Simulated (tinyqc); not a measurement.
# Elastic strain and critical thickness of a cubic alloy layer A(1-x)B(x) on a thick substrate, step by step

A worked calculation. Computed by tinyqc, a small Python program that keeps every step. Command: `OMP_NUM_THREADS=1 python tinyqc.py 3004523 3004524 out.jsonl misfit walk`. One thread of a shared host (Intel(R) Xeon(R) Processor @ 2.30GHz), about 0.01 s of CPU time with the checks. Intermediate numbers are printed to about 5 digits and carried at full precision; extremes and crossings named in words are read from the listed rows.

Strain is positive in tension. The layer is coherent with the substrate unless said otherwise.

Inputs (values chosen for the exercise, modelled on GaAs(1-x)P(x) on GaAs):
```
quantity,value,unit
fraction x of B,0.6,-
lattice constant a_A,5.653,angstrom
lattice constant a_B,5.451,angstrom
substrate lattice constant a_S,5.653,angstrom
layer thickness h,35,nm
biaxial modulus of the substrate M_S,113,GPa
substrate thickness t_S,625,micrometre
wafer diameter W,200,mm
X-ray wavelength,1.540593,angstrom
start of the iteration h0/b,100,-
```

Growth plane: (001). Layer: buried under a thick cap. Misfit dislocation: 60-degree.

C11, C12, C44 of A (GPa): [117.8, 53.7, 59.57]

C11, C12, C44 of B (GPa): [139.1, 61.11, 69.27]

## Alloy by Vegard's rule, and misfit

a = (1 - x) a_A + x a_B, the same rule for each C_ij; misfit f = (a_S - a)/a, the in-plane strain of the coherent layer.

free lattice constant a = 5.5318 angstrom

elastic constants (GPa): C11 130.580, C12 58.146, C44 65.390

misfit f = 0.021910

The layer is stretched in the plane by 2.19 %.

## Biaxial strain, stress and energy

(001): D = 2 C12/C11, M = C11 + C12 - 2 C12^2/C11. The free surface carries no normal stress, so e_perp = -D f; dV/V = 2 f + e_perp; stress = M f; energy per area = M f^2 h (1 GPa nm = 1 J/m^2).

ratio D = 0.89058

normal strain e_perp = -0.019512

volume strain dV/V = 0.024307

biaxial modulus M = 136.94 GPa

in-plane stress = 3.0004 GPa

strain energy per area = 2.3008 J/m^2

Caution: above about 2 % misfit, linear elasticity is rough and compressed layers tend to form islands before dislocations.

## Symmetric X-ray reflection

Reflection 004: d = a_perp/sqrt(16), with a_perp = a (1 + e_perp) for the coherent layer, a for the relaxed layer and a_S for the substrate; sin(theta) = lambda/(2 d).

Bragg angles:
```
crystal,a_perp (angstrom),theta (degrees),from substrate (arcsec)
substrate,5.6530,33.028,0.0
coherent layer,5.4239,34.616,5717.3
relaxed layer,5.5318,33.848,2951.8
```

peak separation of the coherent layer = 5717.3 arcsec

The coherent layer lies 1.94 times as far from the substrate peak as a relaxed one, about 1 + D = 1.89: reading its peak as relaxed would overstate the mismatch by that factor.

## Isotropic constants and the prefactor A

Voigt averages: G = (C11 - C12 + 3 C44)/5, B = (C11 + 2 C12)/3, nu = (3 B - 2 G)/(2 (3 B + G)); b = a/sqrt(2). The 60-degree dislocation has cos alpha = 1/2, and cos lambda = 1/2 on (001). Matthews-Blakeslee: h_c = A [ln(h_c/b) + 1], A = b (1 - nu cos^2 alpha)/(4 pi |f| (1 + nu) cos lambda), the factor 4 pi being that of a buried layer, with a dislocation at both interfaces.

shear modulus G = 53.7208 GPa

Poisson ratio nu = 0.23193

Burgers vector b = 0.39116 nm

prefactor A = 2.1728 nm

## Critical thickness by fixed-point iteration

Start at h0, put the right side back in, and stop when the change is below 1e-9 h or h turns negative.

Iteration:
```
step,h in (nm),h out (nm),change (nm)
1,39.116,12.179,-2.6937e+01
2,12.179,9.643,-2.5353e+00
3,9.643,9.136,-5.0715e-01
4,9.136,9.019,-1.1738e-01
5,9.019,8.991,-2.8096e-02
6,8.991,8.984,-6.7791e-03
7,8.984,8.982,-1.6389e-03
...,...,...,...
10,8.982,8.982,-2.3195e-05
11,8.982,8.982,-5.6111e-06
12,8.982,8.982,-1.3573e-06
13,8.982,8.982,-3.2835e-07
14,8.982,8.982,-7.9430e-08
15,8.982,8.982,-1.9214e-08
16,8.982,8.982,-4.6481e-09
```

critical thickness h_c (Matthews-Blakeslee) = 8.9818 nm

Converged; near the root each step shrinks the error by A/h_c = 0.242. h_c is 23.0 Burgers vectors.

## Equilibrium strain at the thickness h

For h > h_c the same force balance gives the strain left, |e| = |f| A [ln(h/b) + 1]/h, and below h_c e = f; relaxation = 1 - e/f; dislocations per length across each line direction = (|f| - |e|)/(b cos lambda).

strain left e = 0.0074725

relaxation = 65.894 %

dislocation line density = 73.818 1/micrometre

h is 3.90 h_c: in equilibrium dislocations lie 13.5 nm apart; slow nucleation and glide can keep a real layer more strained.

## Wafer curvature of the coherent layer

Stoney: curvature = 6 |stress| h/(M_S t_S^2); radius = 1/curvature; bow = curvature W^2/8.

curvature = 0.014274 1/m

radius of curvature = 70.056 m

bow = 71.371 micrometre

Caution: the curvature assumes a coherent layer, but h exceeds h_c.

## Force balance against energy balance

People-Bean: h_c = P ln(h_c/b), P = (1 - nu)/(1 + nu) b^2/(16 pi sqrt(2) a f^2). The misfit is scaled by 0.25, 0.4, 0.6, 1, 1.5, 2.2 at fixed a, b and nu; the upper root is taken, and rows with A < 1.3 b or P < 3 b, where the roots shrink to the core size or vanish, are left out.

Critical thickness:
```
|f| (%),Matthews-Blakeslee (nm),People-Bean (nm),ratio
0.5477,51.025,592.06,11.603
0.8764,28.780,196.42,6.825
1.3146,17.355,73.50,4.235
2.1910,8.982,19.84,2.209
3.2865,5.195,6.21,1.195
```

The exponents d ln h_c/d ln f are -1.22 and -2.35 between the first rows, steeper than the -1 and -2 of the prefactors because of the logarithm. The ratio falls from 11.6 to 1.20 as the misfit grows. Where People-Bean lies above, a layer between the lines is metastable: dislocations would lower the energy but have to be nucleated. People-Bean has no form for a buried layer. Above about 2 % misfit islands may come first.

Checks made by the program: D and M against the full stiffness tensor (relative difference below 1e-10); h_c against the Lambert function, -A W_(-1)(-b/(A e)) (relative difference 2e-10).
